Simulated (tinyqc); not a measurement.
Exponent and activation energy from three stresses.

Question. Oxide breakdown follows t63 = a V^(-n) exp(Ea q/(kB T)). Find n, Ea and the E-model slope gamma = n/E (cm/MV) at the higher voltage, E = V/tox.

Inputs (values chosen for the exercise):
```
symbol,value,unit,meaning
tox,6.8,nm,oxide thickness
```

Constants: q = 1.602176634e-19 C, kB = 1.380649e-23 J/K. Results are converted to the units shown.

t63 at (6.59 V, 398 K), (8.99 V, 398 K) and (8.99 V, 423 K) (s): 1.0279761e6  8.9990698  2.9869503

Solution. The two voltages give n and the two temperatures Ea.

n = 37.50
Ea = 0.6400 eV
gamma = 2.836 cm/MV

Program tinyqc, `OMP_NUM_THREADS=1 python tinyqc.py 2070032 2070033 out.jsonl`; Intel Xeon 2.30GHz, shared host, one thread, about 0.01 s.
